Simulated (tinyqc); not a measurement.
MOS inversion layer, Poisson-Schroedinger loop: mixing schemes compared.

Electrons confined at an insulator interface at z = 0, treated as a hard wall; parabolic valleys, Hartree approximation, no image or exchange terms. The depletion charge lies far deeper than the electrons and gives a uniform field q Nd/(eps0 eps_r); the gate balances all charge. Energies are counted from the band edge at the interface.

V0 = q Nd z/(eps0 eps_r) in eV.

Tridiagonal Hamiltonian with psi = 0 one step beyond both ends: H_ii = C (1/m_(i-1/2) + 1/m_(i+1/2))/hz^2 + V0_i + U_i, H_(i,i+1) = -C/(m_(i+1/2) hz^2), C = hbar^2/(2 m0). The lowest 2 level(s) are kept, normalised to hz sum |psi|^2 = 1. The mass is the same on all intervals.

Level k holds N_k = D_k Vt ln(1 + exp((EF - E_k)/Vt)) with D = 3 md1 m0 q/(pi hbar^2) per eV (spin included); EF is fixed by sum N_k = Ns.

n_i = sum_k N_k |psi_k|^2 (converted to cm^-3). Hartree part by Gauss: on the interval before node i the electrons still beyond are S_i = Ns - hz sum_(j<i) n_j, and U_i = U_(i-1) + q S_i hz/(eps0 eps_r) in eV, U_0 = 0 at the interface. Mixing: U(new) = U + a (U(out) - U).

Rounds from U = 0 until the largest |U(out) - U| is below 1e-7 eV (the round that meets it is counted). Anderson mixing of depth m keeps the last m inputs V and residuals F = V(out) - V(in), fits c by least squares to F = dF c over their successive differences dF, dV, and sets V(new) = V + a F - (dV + a dF) c.

Values chosen for this exercise; masses and permittivity close to those of 4H silicon carbide (0001): temperature T = 300 K; relative permittivity eps_r = 9.85; mass along z of valley set A (3 valley(s)) mz1 = 0.335 m0; in-plane density-of-states mass of set A md1 = 0.424 m0; sheet density of electrons Ns = 6e12 cm^-2; sheet density of depletion charge Nd = 1e12 cm^-2; mesh step hz = 0.65 nm.

Constants: q = 1.602176634e-19 C, kB = 1.380649e-23 J/K, hbar = 1.054571817e-34 J s, m0 = 9.1093837015e-31 kg, Vt = kB T/q, eps0 = 8.8541878128e-14 F/cm where lengths are in cm, hbar^2/(2 m0) = 0.0380998212 eV nm^2. Results are converted to the units shown.

```
node,z (nm)
1,0.65
2,1.3
3,1.95
4,2.6
5,3.25
6,3.9
7,4.55
8,5.2
9,5.85
10,6.5
11,7.15
12,7.8
13,8.45
14,9.1
15,9.75
16,10.4
```

Rounds needed:
```
a,depth m,rounds
1,plain,43
0.8,plain,16
0.6,plain,17
0.4,plain,29
0.2,plain,63
0.1,plain,133
0.5,2,14
0.5,4,9
0.5,8,10
```

What do the numbers show?

Among the plain runs a = 0.8 is fastest, with 16 rounds; larger factors overshoot and smaller ones creep. Anderson mixing needs 9 to 14 rounds.

Program tinyqc, `OMP_NUM_THREADS=1 python tinyqc.py 2160025 2160026 out.jsonl`; Intel Xeon 2.30GHz, shared host, one thread, about 0.6 s.
